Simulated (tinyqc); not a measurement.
Band filling: full bands against the rectangular model: Slater-Koster d bands of an fcc metal.

Slater-Koster d bands. For a bond with direction cosines (l, m, n) the 5 x 5 block is dds Ps + ddp Pp + ddd (1 - Ps - Pp), the projectors on sigma, pi and delta states about the bond; for instance <xy|xy> = 3 l^2 m^2 dds + (l^2 + m^2 - 4 l^2 m^2) ddp + (n^2 + l^2 m^2) ddd, <xy|yz> = 3 l m^2 n dds + l n (1 - 4 m^2) ddp + l n (m^2 - 1) ddd and <3z2-r2|3z2-r2> = (n^2 - (l^2 + m^2)/2)^2 dds + 3 n^2 (l^2 + m^2) ddp + (3/4)(l^2 + m^2)^2 ddd. H(k) sums the blocks times cos(k.R) over the neighbours; the d level is the zero of energy; k in 2 pi/a.

Neighbours: twelve at (a/2)(1,1,0) and equivalents.

Mesh: k = f1 b1 + f2 b2 + f3 b3 with fractions (j + 1/2)/N, j = 0 to N - 1, and b = (-1,1,1), (1,-1,1), (1,1,-1) for fcc, (0,1,1), (1,0,1), (1,1,0) for bcc, unit vectors for simple cubic. The lowest Nd/10 of all levels are filled with two electrons each; the bond energy is their sum per atom.

Parameters, chosen for this exercise (of the size met in Ir; not measured data):

| symbol | value | unit | meaning |
|---|---|---|---|
| dds | -1.031 | eV | dd sigma |
| ddp | 0.68 | eV | dd pi |
| ddd | -0.093 | eV | dd delta |
| N | 8 |  | mesh |

W = sqrt(12 mu2) with mu2 the mean square level on the mesh; rectangular model: Fermi level W (Nd/10 - 1/2), bond energy -W Nd (10 - Nd)/20. The Fermi level of the mesh is the highest filled level.

Per atom (eV):

| Nd | EF, bands | bond energy, bands | EF, rectangle | bond energy, rectangle |
|---|---|---|---|---|
| 1 | -2.914 | -3.721 | -3.040 | -3.420 |
| 2 | -2.304 | -6.330 | -2.280 | -6.079 |
| 3 | -1.574 | -8.251 | -1.520 | -7.979 |
| 4 | -0.495 | -9.370 | -0.760 | -9.119 |
| 5 | 0.095 | -9.548 | 0.000 | -9.499 |
| 6 | 0.992 | -8.911 | 0.760 | -9.119 |
| 7 | 1.574 | -7.549 | 1.520 | -7.979 |
| 8 | 2.333 | -5.545 | 2.280 | -6.079 |
| 9 | 2.801 | -2.976 | 3.040 | -3.420 |

W = 7.599 eV
full width on the mesh = 8.575 eV

How do the results move, and what explains it?

The bond energy is deepest at Nd = 5 (-9.548 eV); the rectangle has its minimum at 5. The two differ most at Nd = 8, by 0.534 eV or 6 % of the deepest value: the second moment fixes the parabola, and higher moments the rest. At Nd = 3 and 7 the bands give -8.251 and -7.549 eV, a skew towards less than half filling.

Run: tinyqc, `OMP_NUM_THREADS=1 python tinyqc.py 1481558 1481559 out.jsonl`; Intel(R) Xeon(R) Processor @ 2.30GHz, one thread, shared host; about 0.06 s of CPU time with all checks.
